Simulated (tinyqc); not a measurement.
# Doping and barrier from two capacitances

Inverse problem. A Schottky diode on a uniformly doped n-type layer obeys (A/C)^2 = 2 (Vbi - V - Vt)/(q eps0 eps_r Nd) in reverse bias, with phiB = Vbi + Vt ln(Nc/Nd) and image force ignored. Find Nd, Vbi and phiB.

Values chosen for this exercise; band and dielectric values close to those of silicon: temperature T = 300 K; relative permittivity eps_r = 11.8; conduction-band density of states at T Nc = 2.8e19 cm^-3; diode area A = 0.003 cm^2.

Constants: q = 1.602176634e-19 C, kB = 1.380649e-23 J/K, Vt = kB T/q, eps0 = 8.8541878128e-14 F/cm where lengths are in cm. Results are converted to the units shown.

C at V = -0.1 and -2.4 V (pF): [246.76742, 97.025277]

Solution. The slope of (A/C)^2 against -V gives Nd, the intercept Vbi - Vt, and the Fermi-level depth Vt ln(Nc/Nd) is added for the barrier.

Nd = 3.400e16 cm^-3
Vbi = 0.3464 V
phiB = 0.5200 eV

Numbers from tinyqc (`OMP_NUM_THREADS=1 python tinyqc.py 2020124 2020125 out.jsonl`; about 0.06 s on one thread of a shared Intel Xeon 2.30GHz).
